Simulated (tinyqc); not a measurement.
Double-gate transistor, scale length and short-channel effects: two steps of the calculation.

A body of thickness ts between two insulators of thickness ti and two tied gates. Below threshold the potential that source and drain add obeys Laplace's equation and vanishes on the gate. Its lowest mode decays along the channel as exp(-k y); k is the smallest positive root of the matching condition at the interface, and the scale length is Lambda = pi/k.

Inputs (values chosen for the exercise); permittivities: semiconductor close to that of gallium nitride, insulator close to that of silicon dioxide: relative permittivity of the semiconductor eps_r = 9.44; relative permittivity of the insulator ei = 3.96; insulator thickness ti = 0.74 nm; body thickness ts = 11.9 nm.

Task 1. Scan of the matching condition. f(k) = ei cos(k ti) cos(k ts/2) - eps_r sin(k ti) sin(k ts/2).

k, point 0 to 7 (1/nm): 0.03  0.06  0.09  0.12  0.15  0.18  0.21  0.24

Give: f(k).

Result 1.

f(k), point 0 to 7: 3.8589  3.5602  3.0775  2.4327  1.6553  0.7807  -0.1508  -1.0961

The first change of sign lies between k = 0.18 and 0.21 1/nm.

Task 2. Decay constant by Newton steps. f(k) = ei cos(k ti) cos(k ts/2) - eps_r sin(k ti) sin(k ts/2); f' by a central difference with +/- 1e-5 1/nm; k(new) = k - f/f'.

k after iteration 1 = 0.20573481 1/nm

Wanted: f; f'; k after iteration 2.

Result 2.

f = -0.01653
f' = -31.44 nm
k after iteration 2 = 0.2052 1/nm

Program tinyqc, `OMP_NUM_THREADS=1 python tinyqc.py 2420097 2420098 out.jsonl`; Intel Xeon 2.30GHz, shared host, one thread, about 0.01 s.
